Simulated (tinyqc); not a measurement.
Worked calculation: rapid thermal processing of a wafer: radiative balance, ramp and cooling, pattern effects, pyrometer error and spike budget. Computed by tinyqc, a small Python program that keeps every step. Command: `OMP_NUM_THREADS=1 python tinyqc.py 3111805 3111806 out.jsonl rtp walk`. One thread of a shared host (Intel(R) Xeon(R) Processor @ 2.30GHz), about 0.04 s of CPU time with the checks. Intermediate numbers are printed to about 6 digits and carried at full precision; extremes and crossings named in words are read from the listed rows.

The wafer is opaque and uniform through its thickness unless said otherwise; temperatures in formulas are in kelvin (C + 273.15). sigma = 5.670374419e-12 W/(cm^2 K^4).

Inputs (values chosen for the exercise, modelled on a hot silicon wafer):
```
quantity,value,unit
wafer thickness d,725,micrometre
heat capacity per volume C,2.08,J/(cm^3 K)
thermal conductivity k,0.22,W/(cm K)
emissivity eps of each face,0.68,-
reflectivity of the chamber walls r,0.73,-
"gas heat-transfer coefficient h, both faces together",2.8,mW/(cm^2 K)
wall temperature T_w,500,K
process temperature,946,C
starting temperature,450,C
ramp rate,190,K/s
relative change of absorptivity over a pattern,7.9,%
period of the pattern,19,mm
pyrometer wavelength,3.8,micrometre
error of the assumed emissivity,8.2,%
activation energy of the process E_a,3.46,eV
```

Constants: k_B = 8.617333262e-05 eV/K; h = 6.62607015e-34 J s; c = 299792458 m/s; k_B = 1.380649e-23 J/K.

## Power to hold and to ramp

Effective emissivity between parallel grey plates: eps_eff = 1/(1/eps + 1/(1 - r) - 1). Loss per area q(T) = 2 eps_eff sigma (T^4 - T_w^4) + h (T - T_w). Absorbed power during a ramp = q(T) + C d x ramp rate; thermal time constant tau = C d/(dq/dT), dq/dT = 8 eps_eff sigma T^3 + h; natural cooling rate q/(C d); front-to-back difference under one-sided heating at the end of the ramp = (absorbed power) d/(2 k).

eps_eff = 0.239562

holding power q = 7.84570 W/cm^2

power at the end of the ramp = 36.4977 W/cm^2

dq/dT = 22.4920 mW/(cm^2 K)

time constant tau = 6.70460 s

natural cooling rate = 52.0272 K/s

front-to-back difference = 6.01383 K

Radiation carries 74 % of the loss. The ramp needs 4.7 times the holding power.

## Cooling curve

Cooling with the lamps off: C d dT/dt = -q(T), integrated adaptively (relative tolerance 1e-10).

Lamps off at t = 0:
```
t (s),T (C),cooling rate (K/s)
0.67,912.788,47.2476
1.30,884.260,43.4107
2.70,828.502,36.5813
4.70,762.774,29.5725
6.70,708.882,24.5798
10.00,637.800,18.9105
17.00,532.017,12.1121
27.00,437.438,7.3775
```

The rate falls from 52.0 K/s at t = 0 to 7.38 K/s in the last row.

## Thermal budget of a spike

Spike anneal: linear ramp to the peak, then lamps off. Equivalent time at the peak = int exp(-(E_a/k_B)(1/T - 1/T_peak)) dt; estimate (k_B T^2/E_a)(1/ramp rate + 1/cooling rate). The ramp part uses 4000 trapezoid steps, the cooling part 4000 steps over 4 tau. Time within 50 K of the peak from the same curves.

equivalent time, ramp = 0.183963 s

equivalent time, cooling = 0.744024 s

equivalent time, total = 0.927987 s

estimate = 0.906340 s

time within 50 K of the peak = 1.29742 s

Cooling supplies 80 % of the budget.

## What a faster ramp buys

The formulas are those given above.

Against the ramp rate:
```
ramp (K/s),ramp part (s),cooling part (s),total (s),power at the peak (W/cm^2)
10,3.49530,0.744024,4.23932,9.354
25,1.39812,0.744024,2.14214,11.616
50,0.69906,0.744024,1.44308,15.386
100,0.34953,0.744024,1.09355,22.926
250,0.13981,0.744024,0.88384,45.546
500,0.06991,0.744024,0.81393,83.246
1000,0.03495,0.744024,0.77898,158.646
```

From 10 to 100 K/s the total falls by a factor 3.9, from 100 to 1000 K/s by 1.40: the cooling part, 0.744 s, is a floor, and the natural cooling rate here is 52.0 K/s.

## Pattern effect

At steady state a sinusoidal change of absorbed power of relative amplitude a and period p gives the temperature amplitude a q/(dq/dT + k d (2 pi/p)^2); healing length l = sqrt(k d/(dq/dT)); process change = E_a dT/(k_B T^2). Emissivity is taken as unchanged.

healing length l = 8.42105 mm

amplitude without lateral conduction = 27.5569 K

amplitude = 3.14754 K

change of the process rate = 8.50277 %

Lateral conduction cuts the amplitude to 11 %, since p/(2 pi l) = 0.36.

## Pyrometer error

Signal proportional to eps/(exp(c2/(lambda T)) - 1), c2 = h c/k_B. If the assumed emissivity is too high by the given error, the reading T' solves (1 + error)/(exp(c2/(lambda T')) - 1) = 1/(exp(c2/(lambda T)) - 1). Wien estimate: T' - T = -lambda T^2 ln(1 + error)/c2. Process rates go as exp(-E_a/(k_B T)).

c2 = 14387.8 micrometre K

c2/(lambda T) = 3.10565

reading less true temperature = -28.9013 K

Wien estimate = -30.9380 K

rate at T over rate at T', less 1 = 122.487 %

Caution: below about 600 C lightly doped silicon is partly transparent at this wavelength, so its emissivity is not yet the hot value early in the ramp.

Checks made by the program: cooling time against quadrature of C d dT/q (relative difference 4e-08).
